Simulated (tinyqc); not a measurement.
Cell and bit-line capacitance from two signals.

Inverse problem. In a DRAM a freshly written one gives the bit-line signal (Vd/2) Cs/(Cs + Cb). Find Cs and Cb.

Inputs (values chosen for the exercise):
```
symbol  value  unit        meaning
Vd        1.2     V  array voltage
```

signal of a fresh one without and with 20 fF added to the bit line (mV): 118.51852  95.049505

Solution. (Vd/2)/signal = 1 + Cb/Cs, and the added capacitance raises it by its ratio to Cs.

Cs = 16.00 fF
Cb = 65.00 fF

Program tinyqc, `OMP_NUM_THREADS=1 python tinyqc.py 2130087 2130088 out.jsonl`; Intel Xeon 2.30GHz, shared host, one thread, about 0.01 s.
